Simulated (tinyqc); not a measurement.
Quasi-harmonic thermal expansion with mode Grueneisen parameters: one step, computed by the program tinyqc.

A crystal with two atoms a cell; per atom there are 1 transverse acoustic (TA), 1/2 longitudinal acoustic (LA) and 3/2 optical (O) modes. Every frequency of group i scales as nu_i (V/V0)^(-gamma_i). Each group has one frequency. Static energy: E = (9 V0 B0/16) [y^3 B' + y^2 (2 - 4 y)], y = (V0/V)^(2/3) - 1, with pressure P_s = (3 B0/2) (z^7 - z^5) [1 + (3/4)(B' - 4)(z^2 - 1)], z = (V0/V)^(1/3).

Question. Mode groups at the static volume. For a mode with x = h nu/(k_B T), n = 1/(exp(x) - 1): U = h nu (n + 1/2), C/k_B = x^2 n (n + 1); U_i and C_i sum these over group i with its weight per atom. Phonon pressure P_ph = sum_i gamma_i U_i/V.

Inputs (values chosen for the exercise, modelled on gallium arsenide): static volume V0 = 22.6 angstrom^3/atom; frequency nu_TA = 2.49 THz; frequency nu_LA = 6.06 THz; frequency nu_O = 7.79 THz; Grueneisen parameter gamma_TA = -0.84; Grueneisen parameter gamma_LA = 1.2; Grueneisen parameter gamma_O = 1.4; temperature T = 500 K.

Acoustic groups: Einstein.

Constants: h x 1 THz = 4.135667696 meV; k_B = 8.617333262e-05 eV/K; 1 eV/angstrom^3 = 160.2176634 GPa.

Give: Groups; phonon pressure at V0.

Answer.

Groups:
```
group  h nu_i/(k_B T)  U_i (meV)  C_i (k_B)  gamma_i C_i (k_B)
TA             0.2390      43.29     0.9953            -0.8360
LA             0.5817      22.15     0.4861             0.5834
O              0.7477      67.61      1.432              2.005
```

phonon pressure at V0 = 0.6017 GPa
